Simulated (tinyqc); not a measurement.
Strain-driven crossing of the Gamma and L valleys in a germanium-like crystal alloyed with tin, step by step. Values are carried at full precision from step to step, so a last printed digit may differ when a step is redone from the rounded ones.

With tin the unstrained gaps become E(y) = (1 - y) E + y EgS - CS y (1 - y); all other values are kept.
Constants: kB = 8.617333262e-05 eV/K; hc = 1239.841984 eV nm.

Inputs chosen for the exercise (near those of Ge, gaps at low temperature; shifted at random, so the results belong to these values and not to a real crystal): Eg = 0.881 eV (gap at Gamma to the s-like level); EgL = 0.738 eV (gap to L); EgS = (-0.358, 0.121) eV (Gamma and L gaps of the tin end); CS = (2.47, 0.98) eV (bowing of the Gamma and L gaps); y = 0.025 (tin fraction); C11 = 129.1 GPa; C12 = 47.6 GPa; C44 = 68.1 GPa; load = uniaxial [100] (kind of strain); e0 = 0.0338 (size of the strain); Dso = 0.288 eV (spin-orbit splitting); ac = -8.12 eV (conduction deformation potential); av = 1.24 eV (valence hydrostatic potential); b = -2.55 eV (tetragonal shear potential); d = -5.23 eV (trigonal shear potential); aL = -1.34 eV (hydrostatic potential of the L edge, Xd + Xu/3); XuL = 16.58 eV (uniaxial potential, L); mG = 0.0397 m0 (mass at Gamma); mL = 0.586 m0 (density-of-states mass of the four L valleys together); T = 77 K (temperature).

## Gaps of the unstrained alloy

Give both gaps, their difference, and the y at which they cross (the root of a quadratic between 0 and 0.3).

Gamma and L gaps (eV): 0.7898  0.6987

Gamma - L = 0.0911 eV
crossing y = 0.0713

Without strain the alloy is indirect.

## The strain tensor for a uniaxial [100] load

Biaxial loads: e0 is the in-plane strain e_par and the normal is free. (001): e_perp = -2 (C12/C11) e_par; exx = eyy = e_par, ezz = e_perp, no shear. (111): e_perp = -(2 C11 + 4 C12 - 4 C44)/(C11 + 2 C12 + 4 C44) e_par; exx = eyy = ezz = (2 e_par + e_perp)/3 and exy = eyz = ezx = (e_perp - e_par)/3. (110): e_perp = -(C11 + 3 C12 - 2 C44)/(C11 + C12 + 2 C44) e_par; exx = eyy = (e_par + e_perp)/2, ezz = e_par, exy = (e_perp - e_par)/2, eyz = ezx = 0. Uniaxial loads: a stress along n, scaled so that n.e.n = e0, with exx = s11 sxx + s12 (syy + szz), exy = s44 sxy/2, s11 = (C11 + C12)/((C11 - C12)(C11 + 2 C12)), s12 = -C12/((C11 - C12)(C11 + 2 C12)), s44 = 1/C44.

Form the tensor and its trace.

strain tensor in the cubic axes:
```
          x          y          z
x  0.033800   0.000000   0.000000
y  0.000000  -0.009105   0.000000
z  0.000000   0.000000  -0.009105
```

tr(e) = 0.015590

## Band edges

Edges from the unstrained valence top: Gamma at Eg + ac tr(e); an L valley with unit axis u at EgL + aL tr(e) + XuL (u.e.u - tr(e)/3), u along [111], [1-1-1], [-11-1], [-1-11]; valence edges are the levels of the 6 x 6 matrix of X, Y, Z times spin with -Dso/3 + l exx + m (eyy + ezz) on the diagonal (cyclic), n exy off it, l = av + 2 b, m = av - b, n = sqrt(3) d. Spin-orbit term (Dso/3) L.sigma on X, Y, Z with (L_k)_ij = -i epsilon_kij: <X+|H|Y+> = -i Dso/3, <X+|H|Z-> = Dso/3, <Y+|H|Z-> = -i Dso/3, <Z+|H|X-> = -Dso/3, <Z+|H|Y-> = i Dso/3, <X-|H|Y-> = i Dso/3, and their conjugates; + and - are the spin along z.

Give the edges and the direct and indirect gaps from the top valence edge.

Gamma edge = 0.6632 eV

L edges (eV): [111] 0.6778, [1-1-1] 0.6778, [-11-1] 0.6778, [-1-11] 0.6778

valence edges from the top (eV): 0.1287  -0.0007  -0.3580

direct and indirect gap (eV): 0.5345  0.5491

The gap is direct: Gamma lies 15 meV below the lowest L valley. The top two valence edges are 129 meV apart. At strains above 3 % second-order terms, left out here, matter.

## Electrons in the Gamma valley

Non-degenerate, parabolic: share = mG^(3/2)/(mG^(3/2) + (mL^(3/2)/4) sum_i exp(-(E_Li - E_Gamma)/kT)). Also the offset at which four equal L valleys hold half of the electrons, kT ln((mL/mG)^(3/2)), and the wavelength hc/E of the direct gap.

(mL/mG)^(3/2) = 56.71
share in Gamma = 13.7 %
offset for an even split = 26.8 meV
wavelength = 2320 nm

With the L valleys as they lie here, Gamma must be 27 meV below the lowest of them to hold half of the electrons at 77 K; it lies 15 meV below. A direct gap alone is not enough.

## Checks

- Gamma and lowest L edge at e0 = 0.02914, where the linear shifts make them meet (eV): both 0.6807.

tinyqc: `OMP_NUM_THREADS=1 python tinyqc.py 1050161 1050162 out.jsonl`; about 0.01 s, one thread, shared Intel(R) Xeon(R) Processor @ 2.30GHz.
